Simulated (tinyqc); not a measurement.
Vertical double-diffused power MOSFET, components of the on-resistance: two steps of the calculation.

Stripe cells of pitch Wp + a, two channels a cell. Current flows through the channels, spreads in the accumulation layer, passes the gap between the p bodies and spreads at 45 degrees into the drift layer below them. Low drain voltage, full ionisation.

Parameters, values chosen for the exercise; bulk values close to those of 4H silicon carbide: temperature T = 450 K; relative permittivity eps_r = 9.98; critical-field constant Kc = 22500 V/cm per (cm^-3)^(1/8); rated breakdown voltage of the drift layer BV = 6500 V; drift mobility at 300 K mud = 811 cm^2/(V s); temperature exponent of the drift mobility bt = 2.1; gate oxide thickness (eps_r 3.9) tox = 82 nm; gate overdrive Vov = 9 V; channel mobility mch = 42 cm^2/(V s); accumulation-layer mobility mac = 74 cm^2/(V s); channel length Lc = 0.4 um; width of the p body in one cell, channels included Wp = 5.3 um; gap between neighbouring p bodies a = 3.8 um; depth of the p body xp = 1.2 um; doping of the gap over the drift doping Nj = 3; built-in voltage of the body junction Vbi = 2.68 V; substrate and contact resistance Rs = 0.27 mohm cm^2.

Constants: q = 1.602176634e-19 C, eps0 = 8.8541878128e-14 F/cm where lengths are in cm. Results are converted to the units shown.

Task 1. Drift layer. Triangular field at breakdown with Ec = Kc N^(1/8): BV = eps0 eps_r Ec^2/(2 q N), so N = (eps0 eps_r Kc^2/(2 q BV))^(4/3); W = 2 BV/Ec; mu = mud (T/300 K)^(-bt); rho = 1/(q mu N); ideal resistance rho W.

Wanted: drift doping N; Ec; drift thickness W; electron mobility mu at T; drift resistivity rho; ideal resistance.

Result 1.

drift doping N = 1.2862e15 cm^-3
Ec = 1.7412 MV/cm
drift thickness W = 74.661 um
electron mobility mu at T = 346.12 cm^2/(V s)
drift resistivity rho = 14.020 ohm cm
ideal resistance = 104.67 mohm cm^2

Task 2. Components of the on-resistance. Pitch p = Wp + a, Cox = 3.9 eps0/tox; zero-bias depletion in the gap w0 = sqrt(2 eps0 eps_r Vbi/(q N Nj)), open gap g = a - 2 w0; R_ch = Lc p/(2 mch Cox Vov); R_acc = 0.6 a p/(4 mac Cox Vov), 0.6 being an empirical factor for current leaving the layer along its length; R_gap = (rho/Nj) xp p/g; spreading depth t = min(W, (p - g)/2); R_drift = (rho p/2) ln((g + 2 t)/g) + rho (W - t); R_on = the sum with Rs.

drift doping N = 1.2862363e15 cm^-3
drift thickness W = 74.661333 um
electron mobility mu at T = 346.12200 cm^2/(V s)
drift resistivity rho = 14.019730 ohm cm

Find: w0; g; components; R_on; shares.

Result 2.

w0 = 0.87528 um
g = 2.0494 um
components (mohm cm^2): channel 1.1434, accumulation 1.8494, gap 2.4900, drift 109.24, substrate 0.27000
R_on = 114.99 mohm cm^2
shares (%): channel 0.994, accumulation 1.608, gap 2.165, drift 94.997, substrate 0.235

The drift term is the largest. R_on is 1.10 times the ideal drift resistance rho W, and spreading raises the drift term to 1.04 times it.

Numbers from tinyqc (`OMP_NUM_THREADS=1 python tinyqc.py 2230132 2230133 out.jsonl`; about 0.01 s on one thread of a shared Intel Xeon 2.30GHz).
